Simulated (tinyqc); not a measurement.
# LED efficiency against current

ABC model of an LED: J = q da (A n + Ba n^2 + Ca n^3), IQE = Ba n^2/(A n + Ba n^2 + Ca n^3), differential lifetime 1/(A + 2 Ba n + 3 Ca n^2).

Parameters, values chosen for the exercise: defect coefficient of the active layer A = 2.3e6 1/s; radiative coefficient of the active layer Ba = 4.7e-11 cm^3/s; Auger coefficient of the active layer Ca = 2.9e-30 cm^6/s; thickness of the active layer da = 3.3 nm.

Constants: q = 1.602176634e-19 C. Results are converted to the units shown.

Results:
```
J (A/cm^2)  n (cm^-3)  IQE (%)  defect share (%)  Auger share (%)  differential lifetime (ns)
0.007        3.395e16    40.93             58.99          0.08575                       181.8
0.03         8.791e16    64.02             35.64           0.3473                       94.06
0.1          1.768e17    77.66             21.50           0.8470                       52.11
2            8.515e17    90.09             5.177            4.733                       11.28
9            1.784e18    87.91             2.411            9.679                       5.057
40           3.608e18    80.89             1.097            18.01                       2.199
200          7.414e18    68.30            0.4508            31.25                      0.8493
700          1.258e19    56.18            0.2185            43.60                      0.3904
```

Estimate the missing row, J = 0.5 A/cm^2.

Computed row:
```
J (A/cm^2)  n (cm^-3)  IQE (%)  defect share (%)  Auger share (%)  differential lifetime (ns)
0.5          4.197e17    87.53             10.21            2.266                       23.11
```

With this row back in the table: The IQE goes from 40.9 through a maximum of 90.1 (at J = 2 A/cm^2 among the rows listed) to 56.2 %. The exact peak, Q/(Q + 2) = 90.1 % with Q = Ba/sqrt(A Ca) = 18.2, lies at n = sqrt(A/Ca) = 8.91e17 cm^-3, J = 2.19 A/cm^2, where the defect and Auger shares are equal. n goes as J^(0.65) at the low end and J^(0.42) at the high end.

Numbers from tinyqc (`OMP_NUM_THREADS=1 python tinyqc.py 2300069 2300070 out.jsonl`; about 0.01 s on one thread of a shared Intel Xeon 2.30GHz).
